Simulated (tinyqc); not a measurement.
Worked calculation: Hall effect and magnetoresistance of several carrier groups with constant relaxation times. Computed by tinyqc, a small Python program that keeps every step. Command: `OMP_NUM_THREADS=1 python tinyqc.py 3024518 3024519 out.jsonl hall2 walk`. One thread of a shared host (Intel(R) Xeon(R) Processor @ 2.30GHz), about 0.01 s of CPU time with the checks. Intermediate numbers are printed to about 6 digits and carried at full precision; extremes and crossings named in words are read from the listed rows.

Group 1 has charge -e and group 2 charge +e; s_i is that sign. B lies along z; mu B is formed with mu in m^2/(V s).

Inputs (values chosen for the exercise, for a model conductor):

| quantity | value | unit |
|---|---|---|
| density n1 | 6.3e+17 | 1/cm^3 |
| mobility mu1 | 56000 | cm^2/(V s) |
| density n2 | 4.4e+18 | 1/cm^3 |
| mobility mu2 | 18000 | cm^2/(V s) |
| magnetic field B | 0.28 | T |

Carriers: electrons and holes. Densities: per volume.

Constants: e = 1.602176634e-19 C.

## Conductivity of each group

sigma_xx = sum n_i e mu_i/(1 + mu_i^2 B^2); sigma_xy = sum s_i n_i e mu_i^2 B/(1 + mu_i^2 B^2).

Parts (S/cm):

| group | mu B | sigma_xx | sigma_xy |
|---|---|---|---|
| group 1 | 1.568 | 1634.31 | -2562.61 |
| group 2 | 0.504 | 10118.9 | 5099.92 |

sigma_xx = 11753.2 S/cm

sigma_xy = 2537.31 S/cm

sigma at B = 0 = 18341.7 S/cm

## Resistivity, Hall coefficient and magnetoresistance

rho_xx = sigma_xx/(sigma_xx^2 + sigma_xy^2); Hall coefficient R_H = sigma_xy/(B (sigma_xx^2 + sigma_xy^2)), with B in V s/cm^2 (1 T = 1e-4 V s/cm^2); magnetoresistance MR = rho_xx(B)/rho_xx(0) - 1. Apparent density 1/(e |R_H|); Hall mobility |R_H|/rho_xx.

rho_xx = 8.12945e-05 ohm cm

Hall coefficient R_H = 0.626788 cm^3/C

magnetoresistance MR = 49.1081 %

apparent density = 9.95792e+18 1/cm^3

Hall mobility = 7710.09 cm^2/(V s)

A one-carrier reading would report holes of density 9.96e18, against n1 = 6.3e17 and n2 = 4.4e18.

## Limits of weak and strong field

Weak field: R_H(0) = sum s_i n_i mu_i^2/(e (sum n_i mu_i)^2); MR = c B^2 with c = n1 n2 mu1 mu2 (s1 mu1 - s2 mu2)^2/(n1 mu1 + n2 mu2)^2. Strong field: R_H = 1/(e sum s_i n_i); rho_xx saturates at (n1/mu1 + n2/mu2)/(e (sum s_i n_i)^2).

R_H at weak field = -0.261973 cm^3/C

coefficient c = 11.6750 1/T^2

R_H at strong field = 1.65557 cm^3/C

saturation MR = 105.953 %

R_H changes sign between weak and strong field: the faster group rules at weak field, the denser one at strong field.

## Field dependence

rho_xx = sigma_xx/(sigma_xx^2 + sigma_xy^2); Hall coefficient R_H = sigma_xy/(B (sigma_xx^2 + sigma_xy^2)), with B in V s/cm^2 (1 T = 1e-4 V s/cm^2); magnetoresistance MR = rho_xx(B)/rho_xx(0) - 1.

Against the field:

| B (T) | mu1 B | rho_xx (ohm cm) | R_H (cm^3/C) | MR (%) |
|---|---|---|---|---|
| 0.0089 | 4.98400e-02 | 5.45709e-05 | -0.26030 | 9.23973e-02 |
| 0.027 | 1.51200e-01 | 5.49809e-05 | -0.24669 | 8.44327e-01 |
| 0.071 | 3.97600e-01 | 5.75604e-05 | -0.16106 | 5.57567e+00 |
| 0.18 | 1.00800e+00 | 6.97182e-05 | 0.24251 | 2.78752e+01 |
| 0.45 | 2.52000e+00 | 9.44099e-05 | 1.06216 | 7.31640e+01 |
| 1.1 | 6.16000e+00 | 1.08256e-04 | 1.52179 | 9.85608e+01 |
| 2.7 | 1.51200e+01 | 1.11576e-04 | 1.63200 | 1.04650e+02 |
| 7.1 | 3.97600e+01 | 1.12183e-04 | 1.65213 | 1.05763e+02 |
| 21 | 1.17600e+02 | 1.12275e-04 | 1.65518 | 1.05931e+02 |

R_H changes sign between 0.0710 and 0.180 T. MR starts as B^1.99 and ends as B^0.00; it saturates at 106 %. One group alone would show no magnetoresistance in this model. The rows with mu1 B well above 1 show the semiclassical limit; Landau quantisation is left out.

## Back from four measured limits to the two groups

With z_i = s_i mu_i and w_i = s_i n_i the moments M_k = w1 z1^k + w2 z2^k are M_(-1) = (1 + MR_sat) M_0^2/M_1, M_0 = 1/(e R_strong), M_1 = sigma(0)/e, M_2 = R_weak sigma(0)^2/e. The z_i are the roots of z^2 + p z + q with M_2 + p M_1 + q M_0 = 0 and M_1 + p M_0 + q M_(-1) = 0; then w follows from M_0 and M_1. Group 1 is the faster.

p and q: 38000  -1.00800e+09

signed mobilities s_i mu_i (cm^2/(V s)): -56000  18000

densities (1/cm^3): 6.30000e+17  4.40e+18

Checks made by the program: weak-field formulas against the tensor at mu1 B = 1e-3 (relative difference 3e-06); recovered mobilities and densities against the inputs (relative difference below 1e-10).
